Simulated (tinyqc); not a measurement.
CIS on RHF in the 6-31g basis, for H-, spin multiplicity 1, step by step. The basis has no diffuse functions, so it cannot describe the extra electron: this is an exercise in the method, not the real anion. Computed by tinyqc, a small Python program that keeps every step (integrals from PySCF). Settings: charge = -1, multiplicity = 1, basis = 6-31g, method = RHF, energy threshold = 1e-10, iteration cap = 85, orthogonalisation = symmetric, start = atomic densities, DIIS depth = 6. Command: `OMP_NUM_THREADS=1 python tinyqc.py 27958 27959 out.jsonl` (the two numbers bound the seeds that draw the settings). One thread of a shared host (Intel(R) Xeon(R) Processor @ 2.60GHz), about 0.06 s of CPU time with the checks. The early iterations of the SCF are left out here.

## One-electron integrals

Geometry (angstrom):
```
atom        x        y        z
H     0.00000  0.00000  0.00000
```

Basis 6-31g: exponents (1/bohr^2) and contraction coefficients of normalised primitives:
```
element  l (shell)  exponent  coefficient
H            s (1)  18.73114      0.03349
H            s (1)   2.82539      0.23473
H            s (1)   0.64012      0.81376
H            s (2)   0.16128      1.00000
```

Overlap, kinetic and nuclear-attraction integrals over the contracted functions; the nuclear repulsion is the sum of Za Zb / Rab.

nuclear repulsion = 0 hartree

overlap S:
```
         1H 1s    1H 2s
1H 1s  1.00000  0.65829
1H 2s  0.65829  1.00000
```

kinetic energy T (hartree):
```
         1H 1s    1H 2s
1H 1s  1.39568  0.25974
1H 2s  0.25974  0.24192
```

nuclear attraction V (hartree):
```
          1H 1s     1H 2s
1H 1s  -1.65323  -0.74231
1H 2s  -0.74231  -0.64085
```

core Hamiltonian H = T + V (hartree):
```
          1H 1s     1H 2s
1H 1s  -0.25755  -0.48258
1H 2s  -0.48258  -0.39893
```

## Two-electron integrals

Functions are numbered as in S; the eight-fold symmetry (ij|kl) = (ji|kl) = (kl|ij) leaves the list below.

Two-electron integrals (ij|kl) in chemists' order, unique and non-zero (hartree):
```
(11|11) 1.07657   (21|11) 0.57847   (21|21) 0.32942   (22|11) 0.58740
(22|21) 0.36130   (22|22) 0.45315
```

## Orthogonalisation

S = U s U^T; symmetric (Loewdin) form X = U s^(-1/2) U^T, so that X^T S X = 1.

eigenvalues of S: 0.34171  1.65829

X:
```
          1H 1s     1H 2s
1H 1s   1.24362  -0.46707
1H 2s  -0.46707   1.24362
```

## Starting guess

The start is atomic minimal-basis densities projected into this basis (PySCF's MINAO start) and scaled to the electron count of each spin; this density is not idempotent, so its energy is not variational and may lie below the converged one.

D at the start:
```
         1H 1s    1H 2s
1H 1s  0.53811  0.60083
1H 2s  0.60083  0.67085
```

## Iteration 9 (converged): orbitals

converged F (hartree):
```
          1H 1s     1H 2s
1H 1s   0.60964  -0.12367
1H 2s  -0.12367   0.10139
```

Diagonalise F' = X^T F X, C = X C', fill 1 alpha and 1 beta electrons from the bottom; D = 2 C_occ C_occ^T. Each column has its largest component positive (the first on a tie).

F' = X^T F X (hartree):
```
          1         2
1   1.10866  -0.63125
2  -0.63125   0.43348
```

orbital energies (hartree): MO1 0.05521, MO2 1.48692

coefficients C:
```
           MO1       MO2
1H 1s  0.23859   1.30684
1H 2s  0.82668  -1.03988
```

D after iteration 9:
```
         1H 1s    1H 2s
1H 1s  0.11385  0.39447
1H 2s  0.39447  1.36680
```

## Convergence

Stop when the energy changes by less than 1e-10 hartree and every element of the error matrix X^T (F D S - S D F) X is below 3e-06.

Course of the cycle:
```
iteration  E (hartree)     change  largest element of the error matrix
1           -0.2995933          -                             5.53e-01
2           -0.4210385  -1.21e-01                             5.94e-02
3           -0.4224414  -1.40e-03                             1.19e-03
4           -0.4224418  -4.51e-07                             5.40e-04
5           -0.4224419  -6.77e-08                             3.50e-04
6           -0.4224419  -2.22e-08                             2.60e-04
7           -0.4224419  -9.93e-09                             2.07e-04
8           -0.4224419  -1.71e-08                             1.24e-06
9           -0.4224419  -6.17e-13                             9.07e-09
```

PySCF RHF in the same basis = -0.4224419 hartree

Converged in 9 iterations.

## Populations

Mulliken: Z minus the diagonal of D S on the atom; Loewdin: the same with S^(1/2) D S^(1/2).

Charges (e):
```
atom  Mulliken   Loewdin
1H    -1.00000  -1.00000
```

## Integrals over molecular orbitals

(pq|rs) = sum C_ip C_jq C_kr C_ls (ij|kl), one index at a time.

one-electron integrals over orbitals h = C^T H C (hartree):
```
          1         2
1  -0.47765  -0.13898
2  -0.13898   0.44036
```

Two-electron integrals over orbitals (pq|rs), unique and non-zero (hartree):
```
(11|11) 0.53287   (21|11) 0.13898   (21|21) 0.13605   (22|11) 0.59131
(22|21) 0.24385   (22|22) 0.77894
```

## CIS matrix, singlets

A(ia,jb) = (e_a - e_i) d_ij d_ab + 2 (ia|jb) - (ij|ab).

CIS matrix A, singlet (hartree):
```
         1>2
1>2  1.11250
```

## CIS singlet states

dipole integrals <i|r|a> (bohr):
```
           x        y        z
1>2  0.00000  0.00000  0.00000
```

Diagonalise A (1 hartree = 27.211386 eV); each vector has its largest component positive (the first on a tie). The transition dipole is mu = sqrt2 sum c_ia <i|r|a>.

singlet excitation energies (eV): 30.27274

lowest vectors:
```
     state 1
1>2  1.00000
```

oscillator strengths 2/3 w |mu|^2: 0.00000

## CIS matrix, triplets

A(ia,jb) = (e_a - e_i) d_ij d_ab - (ij|ab).

CIS matrix A, triplet (hartree):
```
         1>2
1>2  0.84040
```

## CIS triplet states

Diagonalise A (1 hartree = 27.211386 eV); each vector has its largest component positive (the first on a tie).

triplet excitation energies (eV): 22.86850

lowest vectors:
```
     state 1
1>2  1.00000
```
